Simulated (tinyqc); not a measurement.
# Thermoelectric coefficients with electrons and holes, Landauer integrals: two studies

Bulk parabolic band, x = (E - Ec)/kB T, C = hbar^2/(2 m0), kB T in eV. Modes per area gv m kB T x/(4 pi C) times the back-scattering length l0 x^rr give the transport function s0 X(x), s0 = (2 q^2/h) gv m kB T l0/(4 pi C), X = x^(1 + rr). Holes have the same form with the prefactor bb s0 and the reduced level -eta - xg in place of eta. I_k = int X (x - eta)^k w dx, w = 1/(4 cosh^2((x - eta)/2)).

Inputs (values chosen for the exercise):
```
symbol,value,unit,meaning
T,200,K,temperature
m,0.16,m0,mass of one valley
gv,6,,valleys
l0,10,nm,back-scattering length at x = 1
rr,0.5,,energy exponent of that length
kL,8.4,W/(m K),lattice thermal conductivity
eta,-1.4,,reduced Fermi level (EF - Ec)/kB T
xg,2.8,,gap over kB T
bb,0.97,,ratio of the hole prefactor to the electron prefactor
```

Constants: q = 1.602176634e-19 C, kB = 1.380649e-23 J/K, hbar = 1.054571817e-34 J s, h = 6.62607015e-34 J s, m0 = 9.1093837015e-31 kg, Vt = kB T/q, hbar^2/(2 m0) = 0.0380998212 eV nm^2. Results are converted to the units shown.

Each table varies one quantity; the others keep the values above.

## Effect of the Fermi level

sigma = s0 I_0, S = -(kB/q) I_1/I_0, Lorenz number L = (kB/q)^2 [I_2/I_0 - (I_1/I_0)^2], kappa_e = L sigma T. With both bands: sigma = sigma_n + sigma_p, S = (sigma_n S_n + sigma_p S_p)/sigma with S_p = +(kB/q) I_1/I_0 of the holes, and kappa_e is the sum of L sigma T of both bands and the bipolar term sigma_n sigma_p (S_p - S_n)^2 T/sigma. Power factor S^2 sigma, ZT = S^2 sigma T/(kappa_e + kL). The integrals are converged.

Effect of the Fermi level:
```
eta   sigma (S/cm)  S (uV/K)  kappa_e (W/(m K))  power factor (mW/(m K^2))         ZT
-4.8        977.83    143.14            0.43340                     2.0034   0.045359
-3.7        518.04    180.33            0.29401                     1.6845   0.038752
-2.6        250.74    185.31            0.32161                    0.86101   0.019744
-1.5        159.99    18.795            0.43802                  0.0056518  1.2790e-4
-0.4        226.93   -177.55            0.34103                    0.71539   0.016369
0.7         468.58   -187.14            0.28756                     1.6410   0.037778
1.8         907.29   -149.89            0.40737                     2.0384   0.046288
2.9         1533.1   -117.33            0.66043                     2.1104   0.046586
4           2318.1   -93.878             1.0146                     2.0429   0.043399
5.1         3236.6   -77.244             1.4488                     1.9312   0.039217
6.2         4270.1   -65.189             1.9482                     1.8147   0.035072
```

sigma goes from 978 through a minimum of 160 (at eta = -1.5 among the rows listed) to 4270 S/cm, and S moves up and down between -187 and 185 uV/K. Among the rows the power factor is largest at eta = 2.9 and ZT, 0.0466, at eta = 2.9, where S = -117 uV/K. S changes sign inside the gap, where the electron and hole terms cancel.

## Effect of the gap

Same model as above.

Effect of the gap:
```
xg    sigma (S/cm)  S (uV/K)  kappa_e (W/(m K))  power factor (mW/(m K^2))         ZT  bipolar kappa (W/(m K))
1           439.62    115.76            0.59021                    0.58914   0.013106                  0.42112
2.4         194.18    39.213            0.48271                   0.029859  6.7229e-4                  0.40973
3.8         111.37   -134.70            0.30378                    0.20206  0.0046432                  0.26209
5.1         89.470   -261.48            0.15216                    0.61173   0.014306                  0.11865
6.5         83.108   -319.44           0.072089                    0.84803   0.020019                 0.040935
7.9         81.526   -337.58           0.043507                    0.92906   0.022007                 0.012940
9.2         81.149   -342.56           0.034715                    0.95226   0.022579                0.0042884
10.6        81.042   -344.12           0.031663                    0.95972   0.022765                0.0012765
12          81.016   -344.55           0.030750                    0.96178   0.022816                3.7355e-4
```

What does the table show?

S falls from 116 to -345 uV/K, the bipolar kappa falls from 0.421 to 3.74e-4 W/(m K), and ZT goes from 0.0131 through a minimum of 6.72e-4 (at xg = 2.4 among the rows listed) to 0.0228. ZT is within 5 % of its last value from xg = 7.9 on among the rows.

Range of the model: Parabolic bands, elastic scattering and a fixed kL make these model figures, not those of a material.

Program tinyqc, `OMP_NUM_THREADS=1 python tinyqc.py 2800134 2800135 out.jsonl`; Intel Xeon 2.30GHz, shared host, one thread, about 0.04 s.
